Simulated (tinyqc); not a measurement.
Valence-band offset from core levels (Kraut method), with the dipole against the affinity rule: one step of the calculation.

Binding energies are counted downwards from the Fermi level. dEv > 0 means that the valence edge of B lies below that of A, dEc > 0 that the conduction edge of B lies above that of A; dEc + dEv = EgB - EgA. The spectra are made-up values treated as data.

Problem. Offsets. dEv = (iB - iA) - (cB - vB) + (cA - vA), dEc = EgB - EgA - dEv.

Inputs (values chosen for the exercise); gaps and affinities close to those of gallium nitride (A) and tantalum oxide (B): gap of the substrate A EgA = 3.46 eV; gap of the overlayer B EgB = 4.32 eV; core level of bare A cA = 100.13 eV; core level of thick B cB = 97.62 eV; valence-band maximum of thick B vB = 2.77 eV; core level of A under a thin film of B iA = 99.79 eV; core level of B in that thin film iB = 97.4 eV.

vA = 2.7615185 eV

Wanted: cA - vA; cB - vB; iB - iA; dEv; dEc.

Solution.

cA - vA = 97.368 eV
cB - vB = 94.850 eV
iB - iA = -2.3900 eV
dEv = 0.12848 eV
dEc = 0.73152 eV

The alignment is type I (straddling). The valence-band offset is below the 1 eV usually asked of a gate dielectric. A rigid shift of all levels, by charging or doping, cancels in the differences.

Program tinyqc, `OMP_NUM_THREADS=1 python tinyqc.py 2410133 2410134 out.jsonl`; Intel Xeon 2.30GHz, shared host, one thread, about 0.01 s.
